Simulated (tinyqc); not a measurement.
# Frequency dispersion of an accumulation capacitance by border traps, distributed model: effects of single changes

Traps spread evenly through the insulator exchange electrons with the semiconductor by tunnelling, with tau(x) = t0 exp(2 ka x) at depth x from the interface. The admittance per area Y seen at depth x obeys dY/dx = -Y^2/(i w eps0 eox) + q Nb ln(1 + i w tau)/tau, with Y(0) = i w Cs and w = 2 pi f; the gate sees Y(tox) = G + i w C. Working variable y = Y/(i w), in uF/cm^2. Cox = eps0 eox/tox.

Values chosen for this exercise; permittivity close to that of aluminium oxide: relative permittivity of the insulator eox = 8.63; insulator thickness tox = 4.9 nm; semiconductor capacitance in accumulation Cs = 6.3 uF/cm^2; density of border traps Nb = 9.8e18 cm^-3 eV^-1; decay constant of the wave function in the insulator ka = 3.6 1/nm; time constant of a trap at the interface t0 = 2e-10 s; frequency f = 100 Hz.

Constants: q = 1.602176634e-19 C, eps0 = 8.8541878128e-14 F/cm where lengths are in cm. Results are converted to the units shown.

Each table varies one quantity; the others keep the values above.

## Capacitance and loss against frequency

Cox; trap-free value 1/(1/Cox + 1/Cs); response depth d = ln(1/(w t0))/(2 ka), where w tau = 1; lumped estimate: all traps within d act as C_bt = q Nb d placed at d/2, so C = 1/{1/[1/(1/Cs + d/(2 eps0 eox)) + C_bt] + (tox - d/2)/(eps0 eox)}. C and G from a fine integration; dispersion -d C/d log10 f over C, from f times and over 1.1. For a broad spread of time constants G/w is close to -(pi/2) dC/d ln w.

The same in every row: trap-free C (uF/cm^2) = 1.250.

Capacitance and loss against frequency:
```
f (Hz)  d (nm)  C (uF/cm^2)  G/w (uF/cm^2)  dispersion (% a decade)  -(pi/2) dC/d ln w (uF/cm^2)  lumped C (uF/cm^2)
10       2.527        1.326        0.01293                    1.426                      0.01289               1.310
100      2.207        1.308        0.01092                    1.221                      0.01089               1.297
1000     1.887        1.294       0.009103                    1.028                     0.009077               1.285
10000    1.567        1.282       0.007456                   0.8499                     0.007431               1.275
1e5      1.247        1.272       0.005973                   0.6856                     0.005948               1.267
1e6     0.9277        1.264       0.004650                   0.5364                     0.004626               1.261
1e7     0.6079        1.258       0.003484                   0.4035                     0.003463               1.256
```

Read the table: what changes, and by how much?

C falls from 1.326 to 1.258 uF/cm^2, towards the trap-free 1.250; each decade of frequency removes ln 10/(2 ka) = 0.320 nm from the response depth. The dispersion falls from 1.43 to 0.403 % a decade and G/w falls from 0.0129 to 0.00348 uF/cm^2. G/w lies between 1.00 and 1.01 times -(pi/2) dC/d ln w, the relation for a broad spread of time constants.

## Effect of the insulator thickness

Same model as above.

The same in every row: d (nm) = 2.207.

Effect of the insulator thickness:
columns A: tox (nm); B: C (uF/cm^2); C: G/w (uF/cm^2); D: dispersion (% a decade); E: -(pi/2) dC/d ln w (uF/cm^2); F: lumped C (uF/cm^2); G: trap-free C (uF/cm^2)
```
A         B         C       D         E       F       G
2.9   1.989   0.02429   1.826   0.02478   1.963   1.858
3.8   1.612   0.01658   1.503   0.01653   1.594   1.524
5     1.286   0.01056   1.200   0.01053   1.275   1.230
6.6   1.013  0.006553  0.9458  0.006538   1.006  0.9780
8.7  0.7926  0.004009  0.7400  0.004001  0.7883  0.7708
11   0.6400  0.002613  0.5976  0.002609  0.6372  0.6257
15   0.4794  0.001466  0.4477  0.001464  0.4778  0.4713
20   0.3649  8.496e-4  0.3409  8.485e-4  0.3640  0.3602
```

Read the table: what changes, and by how much?

As tox goes from 2.9 to 20, C falls from 1.99 to 0.365 uF/cm^2, the dispersion falls from 1.83 to 0.341 % a decade and G/w falls from 0.0243 to 8.50e-4 uF/cm^2. The lumped estimate is 1.3 % below C in the first row and 0.25 % below it in the last.

Numbers from tinyqc (`OMP_NUM_THREADS=1 python tinyqc.py 2202160 2202161 out.jsonl`; about 0.5 s on one thread of a shared Intel Xeon 2.30GHz).
